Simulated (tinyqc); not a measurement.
# On-chip interconnect, size-dependent resistivity and RC delay: what changes with what

A rectangular line between two neighbours and two ground planes. Surface and grain-boundary scattering are added to the bulk resistivity as corrections; capacitances are parallel-plate values without fringing; inductance is ignored.

Inputs (values chosen for the exercise); metal values close to those of copper:
```
symbol,value,unit,meaning
rho0,1.69,uohm cm,bulk resistivity
lam,40.2,nm,bulk mean free path
ps,0,,specular share of surface scattering
Rg,0.47,,reflection coefficient of grain boundaries
gr,1.5,,grain size over the metal width
wd,11,nm,drawn line width
AR,2,,"aspect ratio, height over width"
tl,1.8,nm,"liner on both walls and the bottom, not conducting"
sp,16,nm,space to the neighbouring lines
hd,16,nm,dielectric height to the planes above and below
ek,3.9,,relative permittivity of the dielectric
Mf,1,,Miller factor of the neighbours
Rd,4800,ohm,driver resistance
Cl,0.12,fF,load capacitance
rho2,5.38,uohm cm,bulk resistivity of the second metal (close to tungsten)
lam2,15.9,nm,mean free path of the second metal
tl2,0,nm,liner of the second metal
```

Constants: eps0 = 8.8541878128e-12 F/m. Results are converted to the units shown.

Each table varies one quantity; the others keep the values above.

## Delay against the line length

Metal width x = wd - 2 tl, height y = AR wd - tl; grain boundaries (Mayadas-Shatzkes): al = (lam/(gr x)) Rg/(1 - Rg), g = 1/[1 - 3 al/2 + 3 al^2 - 3 al^3 ln(1 + 1/al)] - 1; surfaces (Fuchs-Sondheimer, thick limit): s = (3/8) lam (1 - ps)(1/x + 1/y); rho = rho0 (1 + g + s); r = rho/(x y); c = eps0 ek (2 wd/hd + 2 Mf AR wd/sp). Elmore delay tE = Rd (c Lw + Cl) + r Lw (c Lw/2 + Cl); t50 is the time at which the far end of a ladder of 30 pi sections (half capacitances at both ends, Cl at the far end, a step applied through Rd) reaches half the step; line share r Lw/(Rd + r Lw); estimate 0.69 Rd (c Lw + Cl) + 0.38 r c Lw^2 + 0.69 r Lw Cl.

The same in every row: rho (uohm cm) = 13.73; r (ohm/um) = 918.4; c (fF/um) = 0.1424.

Delay against the line length:
```
Lw (um)  tE (ps)  t50 (ps)  estimate (ps)  line share of the resistance (%)
1          1.435     1.007         0.9950                             16.06
3          3.546     2.541          2.488                             36.47
7          9.338     6.841          6.668                             57.25
20         42.62     31.93          31.24                             79.28
50         203.8     154.0          152.1                             90.54
100        734.0     555.6          552.3                             95.03
400      1.078e4      8168           8173                             98.71
1000     6.620e4   5.015e4        5.026e4                             99.48
3000     5.910e5   4.477e5        4.490e5                             99.83
```

As Lw goes from 1 to 3000, r stays at 918 ohm/um, c stays at 0.142 fF/um and t50 rises from 1.01 to 4.48e5 ps. t50/tE lies between 0.702 and 0.757, and the estimate is within 2.5 % of t50. The delay goes as Lw^(0.84) for the shortest lines and Lw^(1.99) for the longest; the line resistance equals Rd at 5.23 um.

## Two metals against line width

Metal width x = wd - 2 tl, height y = AR wd - tl; grain boundaries (Mayadas-Shatzkes): al = (lam/(gr x)) Rg/(1 - Rg), g = 1/[1 - 3 al/2 + 3 al^2 - 3 al^3 ln(1 + 1/al)] - 1; surfaces (Fuchs-Sondheimer, thick limit): s = (3/8) lam (1 - ps)(1/x + 1/y); rho = rho0 (1 + g + s); r = rho/(x y). The second metal has rho2, lam2 and tl2 in place of rho0, lam and tl; ps, Rg, gr and AR are shared.

Results:
```
wd (nm)  rho, first (uohm cm)  rho, second (uohm cm)  r, first (ohm/um)  r, second (ohm/um)  ratio second/first
6.5                    31.322                 23.422             9643.5              2771.8             0.28743
8                      21.548                 20.074             3448.8              1568.3             0.45474
10                     15.537                 17.169             1333.9              858.46             0.64358
13                     11.244                 14.482             494.27              428.45             0.86684
17                     8.4664                 12.368             196.22              213.98              1.0905
22                     6.6698                 10.802             85.898              111.59              1.2991
30                     5.1939                 9.3753             33.804              52.085              1.5408
45                     3.9488                 8.0603             10.814              19.902              1.8403
120                    2.5107                 6.3979            0.90554              2.2215              2.4532
```

Estimate the missing row, wd = 70 nm.

Computed row:
```
wd (nm)  rho, first (uohm cm)  rho, second (uohm cm)  r, first (ohm/um)  r, second (ohm/um)  ratio second/first
70                     3.1131                 7.1138             3.3925              7.2590              2.1397
```

With this row back in the table: The resistivity of the first metal falls from 31.3 to 2.51 uohm cm and that of the second goes from 23.4 to 6.40 uohm cm as the line widens. The products rho0 lam, which set the size effect, are 67.9 and 85.5 uohm cm nm. The two resistances cross at wd = 15.2 nm: below it the second metal gives the lower line resistance. For widths well under the mean free path the thick-limit surface term is only a guide.

Range of the model: The metal width is under the mean free path, where the thick-limit surface term and the simple sum of corrections lose accuracy.

tinyqc, about 0.01 s, one thread, Intel Xeon 2.30GHz (shared host): `OMP_NUM_THREADS=1 python tinyqc.py 2100103 2100104 out.jsonl`
